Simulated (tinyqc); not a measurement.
Vacuum evaporation: vapour pressure, source flux, thickness distribution, purity and step coverage: one step, computed by the program tinyqc. Command: `OMP_NUM_THREADS=1 python tinyqc.py 3112201 3112202 out.jsonl evap walk`. One thread of a shared host (Intel(R) Xeon(R) Processor @ 2.30GHz), about 0.01 s of CPU time with the checks.

Molecular flow, unit sticking of the metal, no re-evaporation. The background gas is taken as water vapour (18.015 g/mol, collision diameter 0.37 nm) at 300 K.

Problem. Offset source and rotation. Rotating wafer, source offset by s and facing upwards: thickness at radius r is the mean over the angle a of (1 + (r^2 + s^2 - 2 r s cos a)/h^2)^(-(n + 3)/2), by 360 equal steps; non-uniformity (max - min)/(max + min) over 21 radii from 0 to R.

Inputs (values chosen for the exercise, modelled on nickel, with constants for the liquid): directionality n = 4; source-to-wafer distance h = 51 cm; wafer radius R = 7.5 cm; source offset from the axis s/h = 0.7.

Give: centre thickness relative to an axial source; edge over centre, rotating; non-uniformity, rotating.

Solution.

centre thickness relative to an axial source = 0.2477

edge over centre, rotating = 1.023

non-uniformity, rotating = 1.149 %
